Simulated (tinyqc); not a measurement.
What moves the results: exciton in a hard-walled quantum well (variational). A value that a table varies takes the place of the one given here.

Electron and hole in the lowest states cos(pi z/L) of a hard-walled well; relative motion in the plane exp(-rho/lam). E(lam) = c/(mu lam^2) - (q/eps) <1/r>, <1/r> = integral over k from 0 to infinity of F(kL) (1 + (k lam/2)^2)^(-3/2), F(x) = [3x + 8 pi^2/x - 32 pi^4 (1 - exp(-x))/(x^2 (x^2 + 4 pi^2))]/(x^2 + 4 pi^2); c = hbar^2/2m0, q = e^2/(4 pi eps0). E is counted from the subband edge.

Constants: hbar^2/2m0 = 3.80998211 eV angstrom^2; e^2/(4 pi eps0) = 14.39964547 eV angstrom; Ry = 13.60569312 eV.

Inputs chosen for the exercise (near those of InP; shifted at random, so the results belong to these values and not to a real crystal):
```
symbol  value                                    unit      meaning
xs      (0.078, 0.22, 0.48, 2.1, 4, 13, 39, 98)            (E - Eg)/Ry*
eps     12.4                                               dielectric constant
Ls      (16, 36, 65, 142, 179, 308, 623)         angstrom  widths
me      0.079                                    m0        electron mass
mh      0.251                                    m0        hole mass
L       126                                      angstrom  well width
```

## Coulomb enhancement above the gap (Wannier exciton and Elliott formula)

Ry* = 5.3170 meV

With x = (E - Eg)/Ry* and y = pi/sqrt(x): S3 = y exp(y)/sinh(y), and S2 = exp(y)/cosh(y). Free-pair absorption goes as sqrt(x) in three dimensions and is constant in two.

Factors:
```
x,E - Eg (meV),sqrt(x),S3,S3 sqrt(x),S2
0.078,0.41,0.279,22.497,6.283,2.000
0.22,1.17,0.469,13.396,6.283,2.000
0.48,2.55,0.693,9.070,6.284,2.000
2.1,11.17,1.449,4.393,6.367,1.974
4.0,21.27,2.000,3.283,6.567,1.917
13,69.12,3.606,2.112,7.617,1.702
39,207.36,6.245,1.586,9.905,1.465
98,521.06,9.899,1.351,13.371,1.307
```

In three dimensions the product tends to 2 pi = 6.283 at the edge (6.283 in the first row), so the square-root onset becomes a step. Even 521 meV above the gap the enhancement is 1.35; it decays only as 1 + pi/sqrt(x) = 1.32. In two dimensions it never exceeds 2 and has fallen to 1.31. The last rows lie beyond the range of parabolic bands.

## Width of the well

mu = 0.060088 m0
a* = 109.203 angstrom

The minimum for each width. The strength per area goes as |phi(0)|^2 = 2/(pi lam^2), listed relative to the strict two-dimensional value.

Results:
```
L (angstrom),L/a*,lam (angstrom),binding (meV),in Ry*,strength
16,0.15,64.5,17.79,3.345,0.717
36,0.33,73.3,15.32,2.881,0.555
65,0.60,83.4,13.09,2.461,0.428
142,1.30,103.7,9.92,1.865,0.277
179,1.64,111.7,9.00,1.692,0.239
308,2.82,134.8,6.98,1.313,0.164
623,5.70,176.8,4.78,0.898,0.095
```

The binding falls from 3.35 to 0.90 Ry*. It drops below the bulk value Ry* between 308 and 623 angstrom, which is a failure of the trial function: it has no correlation along z, so it cannot reach the bulk limit. Even at L = 0.15 a* only 84 % of the two-dimensional limit is reached. With finite barriers the binding would peak at some width and fall again as the carriers leak out.

## What each parameter does

1/mu = 1/me + 1/mh, Ry* = Ry mu/eps^2; the minimum over lam. Each row changes one parameter from the base and keeps the others.

Results:
```
case,binding (meV),lam (angstrom),binding/Ry*
base,10.40,100.0,1.956
me = 0.0672 m0,9.62,109.2,2.052
mh = 0.176 m0,9.80,107.1,2.030
eps = 13.6,8.96,106.7,2.027
L = 176 angstrom,9.06,111.0,1.705
```

The largest shifts from the base row, up to three for each result and ties (the steps differ in size, so this ranks the rows, not the parameters). binding (meV): eps -1.44, L -1.34, me -0.78. lam (angstrom): L +11.1, me +9.2, mh +7.1. binding/Ry*: L -0.251, me +0.096, mh +0.074.

tinyqc: `OMP_NUM_THREADS=1 python tinyqc.py 1250631 1250632 out.jsonl`; about 0.02 s, one thread, shared Intel(R) Xeon(R) Processor @ 2.30GHz.
